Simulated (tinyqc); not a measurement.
Pressure series at fixed power: global model of a low-pressure process discharge: electron temperature, density, ion flux and ion energy. Computed by tinyqc, a small Python program. Command: `OMP_NUM_THREADS=1 python tinyqc.py 3110496 3110497 out.jsonl plasma walk`. One thread of a shared host (Intel(R) Xeon(R) Processor @ 2.30GHz), about 0.01 s of CPU time with the checks.

Maxwellian electrons with temperature T_e in eV, one positive ion, no negative ions, uniform bulk density n; rate constants have the Arrhenius form.

Inputs (values chosen for the exercise, of the order of those of an inductive discharge in a simple atomic gas):

| quantity | value | unit |
|---|---|---|
| ion mass M | 19 | u |
| ionisation prefactor K0 | 5.4e-14 | m^3/s |
| ionisation energy E_iz | 14.1 | eV |
| excitation prefactor X0 | 2.5e-14 | m^3/s |
| excitation energy E_ex | 11.1 | eV |
| elastic rate constant K_el | 6.6e-14 | m^3/s |
| ion-neutral cross section | 8.3e-19 | m^2 |
| gas temperature T_g | 400 | K |
| radius R | 24 | cm |
| height L | 8.4 | cm |
| absorbed power P | 910 | W |

Constants: k_B = 1.380649e-23 J/K; e = 1.602176634e-19 C; u = 1.6605390666e-27 kg; m_0 = 9.1093837015e-31 kg.

Method:
- n_g = p/(k_B T_g), lambda_i = 1/(n_g sigma), K_iz = K0 exp(-E_iz/T_e), h_L = 0.86/sqrt(3 + L/(2 lambda_i)), h_R = 0.8/sqrt(4 + R/lambda_i), A_eff = 2 pi R^2 h_L + 2 pi R L h_R and d_eff = pi R^2 L/A_eff follow p.
- Particle balance: K0 exp(-E_iz/T_e) n_g d_eff = u_B, u_B = sqrt(e T_e/M).
- E_c = E_iz + (X0 exp(-E_ex/T_e) E_ex + K_el (3 m_0/M) T_e)/K_iz; E_T = E_c + (5/2) T_e + (T_e/2) ln(M/(2 pi m_0)); n = P/(e u_B A_eff E_T); J = e h_L n u_B. Pressures without a root below 2 E_iz are left out.

Against pressure:

| p (Pa) | T_e (eV) | E_c (eV) | E_T (eV) | n (1/cm^3) | J (mA/cm^2) |
|---|---|---|---|---|---|
| 0.1 | 5.2970 | 23.162 | 59.221 | 9.2427e+10 | 3.4662 |
| 0.2 | 3.9090 | 25.186 | 51.796 | 1.3597e+11 | 4.0430 |
| 0.5 | 2.8877 | 28.663 | 48.321 | 2.0876e+11 | 4.4396 |
| 1.0 | 2.3941 | 32.184 | 48.481 | 2.8474e+11 | 4.4828 |
| 2.0 | 2.0343 | 36.776 | 50.624 | 3.8633e+11 | 4.3285 |
| 5.0 | 1.6901 | 45.173 | 56.679 | 5.6627e+11 | 3.8882 |
| 10.0 | 1.4963 | 54.219 | 64.405 | 7.3407e+11 | 3.4288 |
| 20.0 | 1.3420 | 67.350 | 76.485 | 9.1350e+11 | 2.8903 |

What does the comparison show, and why?

T_e falls from 5.30 to 1.34 eV, n changes by a factor 9.9 and J by 0.83; in J = P h_L/(A_eff E_T), E_T changes by a factor 1.29 and is least at 0.5 Pa, between wall losses at high T_e and excitation losses at low T_e.

Extremes, crossings and ranges named in words are read from the listed rows.
